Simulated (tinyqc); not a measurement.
Worked calculation: coupled-perturbed Hartree-Fock on RHF in the sto-3g basis, for H2, spin multiplicity 1. The polarisability along this axis is zero because the basis has no function that the field can mix in; the real value is not. Computed by tinyqc, a small Python program that keeps every step (integrals from PySCF). Settings: charge = 0, multiplicity = 1, basis = sto-3g, method = RHF, energy threshold = 1e-10, iteration cap = 67, orthogonalisation = symmetric, start = core, DIIS depth = 6. Command: `OMP_NUM_THREADS=1 python tinyqc.py 21636 21637 out.jsonl` (the two numbers bound the seeds that draw the settings). One thread of a shared host (Intel(R) Xeon(R) Processor @ 2.60GHz), about 0.08 s of CPU time with the checks. Later iterations appear only in the table of the cycle.

## One-electron integrals

Geometry (angstrom):
```
atom         x         y         z
H     0.000000  0.000000  0.000000
H     0.000000  0.000000  0.771000
```

Basis sto-3g: exponents (1/bohr^2) and contraction coefficients of normalised primitives:
```
element  l (shell)  exponent  coefficient
H            s (1)  3.425251     0.154329
H            s (1)  0.623914     0.535328
H            s (1)  0.168855     0.444635
```

Overlap, kinetic and nuclear-attraction integrals over the contracted functions; the nuclear repulsion is the sum of Za Zb / Rab.

nuclear repulsion = 0.68635177 hartree

overlap S, order 1H 1s, 2H 1s:
$$\begin{pmatrix}
1.000000 & 0.639633 \\
0.639633 & 1.000000
\end{pmatrix}$$

kinetic energy T (hartree), order 1H 1s, 2H 1s:
$$\begin{pmatrix}
0.760032 & 0.218889 \\
0.218889 & 0.760032
\end{pmatrix}$$

nuclear attraction V (hartree), order 1H 1s, 2H 1s:
$$\begin{pmatrix}
-1.861280 & -1.142221 \\
-1.142221 & -1.861280
\end{pmatrix}$$

core Hamiltonian H = T + V (hartree), order 1H 1s, 2H 1s:
$$\begin{pmatrix}
-1.101248 & -0.923332 \\
-0.923332 & -1.101248
\end{pmatrix}$$

## Two-electron integrals

Functions are numbered as in S; the eight-fold symmetry (ij|kl) = (ji|kl) = (kl|ij) leaves the list below.

Two-electron integrals (ij|kl) in chemists' order, unique and non-zero (hartree):
```
(11|11) 0.774606   (21|11) 0.427064   (21|21) 0.277493   (22|11) 0.558394
(22|21) 0.427064   (22|22) 0.774606
```

## Orthogonalisation

S = U s U^T; symmetric (Loewdin) form X = U s^(-1/2) U^T, so that X^T S X = 1.

eigenvalues of S: [0.360367, 1.639633]

X, order 1H 1s, 2H 1s:
$$\begin{pmatrix}
1.223387 & -0.442431 \\
-0.442431 & 1.223387
\end{pmatrix}$$

## Starting guess

The start is the orbitals of the core Hamiltonian; D = 2 C_occ C_occ^T.

D at the start, order 1H 1s, 2H 1s:
$$\begin{pmatrix}
0.609892 & 0.609892 \\
0.609892 & 0.609892
\end{pmatrix}$$

## Iteration 1: building the Fock matrix

J_ij = sum D_kl (ij|kl), K_ij = sum D_kl (ik|jl); F = H + J - 0.5 K; E = tr D H + tr D J / 2 - 0.25 tr D K + E_nn.

Coulomb J (hartree), order 1H 1s, 2H 1s:
$$\begin{pmatrix}
1.333913 & 0.859407 \\
0.859407 & 1.333913
\end{pmatrix}$$

exchange K (hartree), order 1H 1s, 2H 1s:
$$\begin{pmatrix}
1.162593 & 1.030727 \\
1.030727 & 1.162593
\end{pmatrix}$$

Fock matrix F (hartree), order 1H 1s, 2H 1s:
$$\begin{pmatrix}
-0.348632 & -0.579288 \\
-0.579288 & -0.348632
\end{pmatrix}$$

total energy of this density = -1.11435596 hartree

## Iteration 1: diagonalisation and new density

Diagonalise F' = X^T F X, C = X C', fill 1 alpha and 1 beta electrons from the bottom; D = 2 C_occ C_occ^T. Each column has its largest component positive (the first on a tie).

F' = X^T F X (hartree):
$$\begin{pmatrix}
0.037064 & -0.602996 \\
-0.602996 & 0.037064
\end{pmatrix}$$

orbital energies (hartree): MO1 -0.565931, MO2 0.640060

coefficients C, order 1H 1s, 2H 1s:
$$\begin{pmatrix}
0.552219 & 1.177911 \\
0.552219 & -1.177911
\end{pmatrix}$$

D after iteration 1, order 1H 1s, 2H 1s:
$$\begin{pmatrix}
0.609892 & 0.609892 \\
0.609892 & 0.609892
\end{pmatrix}$$

## Iteration 2 (converged): orbitals

converged F (hartree), order 1H 1s, 2H 1s:
$$\begin{pmatrix}
-0.348632 & -0.579288 \\
-0.579288 & -0.348632
\end{pmatrix}$$

As before.

F' = X^T F X (hartree):
$$\begin{pmatrix}
0.037064 & -0.602996 \\
-0.602996 & 0.037064
\end{pmatrix}$$

orbital energies (hartree): MO1 -0.565931, MO2 0.640060

coefficients C, order 1H 1s, 2H 1s:
$$\begin{pmatrix}
0.552219 & 1.177911 \\
0.552219 & -1.177911
\end{pmatrix}$$

D after iteration 2, order 1H 1s, 2H 1s:
$$\begin{pmatrix}
0.609892 & 0.609892 \\
0.609892 & 0.609892
\end{pmatrix}$$

## Convergence

Stop when the energy changes by less than 1e-10 hartree and every element of the error matrix X^T (F D S - S D F) X is below 3e-06.

Course of the cycle:
```
iteration  E (hartree)    change  largest element of the error matrix
1          -1.11435596         -                             0.000000
2          -1.11435596  0.000000                             0.000000
```

PySCF RHF in the same basis = -1.11435596 hartree

Converged in 2 iterations.

## Populations, bond orders and dipole

Mulliken: Z minus the diagonal of D S on the atom; Loewdin: the same with S^(1/2) D S^(1/2); Mayer order: 2 sum_s sum (D(s) S)_ij (D(s) S)_ji over the two atoms.

Charges (e):
```
atom  Mulliken  Loewdin
1H           0        0
2H           0        0
```

Mayer bond orders:
```
pair     order
2-1   1.000000
```

dipole moment about the origin, x y z (debye): [0.000000, 0.000000, 0.000000]

## Integrals over molecular orbitals

(pq|rs) = sum C_ip C_jq C_kr C_ls (ij|kl), one index at a time.

one-electron integrals over orbitals h = C^T H C (hartree):
$$\begin{pmatrix}
-1.234776 & 0.000000 \\
0.000000 & -0.493708
\end{pmatrix}$$

Two-electron integrals over orbitals (pq|rs), unique and non-zero (hartree):
```
(11|11) 0.668845   (21|21) 0.182961   (22|11) 0.658364   (22|22) 0.691993
```

## Response to a field: uncoupled start

dipole integrals <a|y|i> (bohr), order a2:
$$\begin{pmatrix}
0.000000
\end{pmatrix}$$

Field along y; U_ai = -mu_ai / (e_a - e_i), alpha = -4 sum U_ai mu_ai.

uncoupled U, order a2:
$$\begin{pmatrix}
0.000000
\end{pmatrix}$$

uncoupled polarisability = 0.000000 bohr^3

## Coupled step 1

U_ai = -(mu_ai + sum_bj [4 (ai|bj) - (ab|ij) - (aj|bi)] U_bj) / (e_a - e_i); alpha = -4 sum U_ai mu_ai.

U after step 1, order a2:
$$\begin{pmatrix}
0.000000
\end{pmatrix}$$

polarisability = 0.000000 bohr^3

## Coupled polarisability

Repeat until U stops changing; compare with -d2E/dF2.

Course of the coupled iterations:
```
step  alpha (bohr^3)
0           0.000000
1           0.000000
```

coupled polarisability = 0.000000 bohr^3

finite-field check, fields of +/-0.001 au = 8.88e-10 bohr^3
